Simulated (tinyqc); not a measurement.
Substrate current against gate voltage: lateral field, substrate current, probability of reaching the oxide barrier and hot-carrier lifetime of a silicon transistor (pseudo-two-dimensional and lucky-electron models). Computed by tinyqc, a small Python program. Command: `OMP_NUM_THREADS=1 python tinyqc.py 3024723 3024724 out.jsonl hotcar walk`. One thread of a shared host (Intel(R) Xeon(R) Processor @ 2.30GHz), about 0.01 s of CPU time with the checks.

Local-field models: a lucky carrier gains its energy at the peak field over a path free of collisions. Voltages are magnitudes.

Inputs (values chosen for the exercise, modelled on a silicon n-channel):

| quantity | value | unit |
|---|---|---|
| channel length L | 710 | nm |
| oxide thickness t | 15 | nm |
| junction depth x_j | 180 | nm |
| mobility mu | 330 | cm^2/(V s) |
| saturation velocity v_s | 0.82 | 1e7 cm/s |
| threshold voltage V_T | 0.59 | V |
| drain voltage V_D | 4.4 | V |
| ionisation prefactor A_i | 1.8e+06 | 1/cm |
| ionisation field B_i | 1.73 | MV/cm |
| hot-carrier mean free path lambda | 7.3 | nm |
| oxide barrier phi_b | 3.1 | eV |
| interface-trap threshold phi_it | 3.7 | eV |
| lifetime constant H | 10 | s microampere/micrometre |

Drain: abrupt.

Constants: eps_0 = 8.8541878128e-12 F/m.

Method:
- C_ox = 3.9 eps_0/t; F_sat = 2 v_s/mu; V_Dsat = V_ov F_sat L/(V_ov + F_sat L), V_ov = V_G - V_T; I_D/W = C_ox v_s (V_ov - V_Dsat).
- Scale length l = 0.22 t^(1/3) x_j^(1/2) (all in cm); F_m = sqrt(((V_D - V_Dsat)/l_e)^2 + F_sat^2), with l_e = l; length of the velocity-saturated region l_e ln((V_D - V_Dsat)/(l_e F_sat) + F_m/F_sat).
- Substrate current I_sub/I_D = (A_i/B_i)(V_D - V_Dsat) exp(-B_i/F_m); probability of reaching the oxide barrier exp(-phi_b/(e lambda F_m)); lifetime tau = (H/(I_D/W)) exp(phi_it/(e lambda F_m)).

At the given drain voltage:

| V_G (V) | V_Dsat (V) | I_D/W (microampere/micrometre) | F_m (kV/cm) | I_sub/W (microampere/micrometre) | tau (s) |
|---|---|---|---|---|---|
| 0.8 | 0.1982 | 2.23 | 396.39 | 0.1238 | 1.6052e+06 |
| 1.0 | 0.3673 | 8.06 | 380.69 | 0.3592 | 7.5166e+05 |
| 1.4 | 0.6588 | 28.55 | 353.66 | 0.8344 | 5.8681e+05 |
| 1.8 | 0.9010 | 58.33 | 331.23 | 1.1448 | 7.5809e+05 |
| 2.3 | 1.1518 | 105.37 | 308.04 | 1.2959 | 1.3276e+06 |
| 2.9 | 1.3960 | 172.53 | 285.51 | 1.2596 | 2.9715e+06 |
| 3.6 | 1.6243 | 261.57 | 264.49 | 1.0903 | 8.0317e+06 |
| 4.2 | 1.7844 | 344.62 | 249.80 | 0.9213 | 1.8823e+07 |
| 4.8 | 1.9196 | 432.36 | 237.41 | 0.7636 | 4.3260e+07 |

What does the comparison show, and why?

I_sub peaks at V_G = 2.3 V, 0.52 V_D: a higher gate voltage brings more carriers but raises V_Dsat and so lowers F_m. The shortest lifetime among the rows lies at V_G = 1.4 V, below that of the largest I_sub, since tau depends more steeply on the field.

Extremes, crossings and ranges named in words are read from the listed rows.
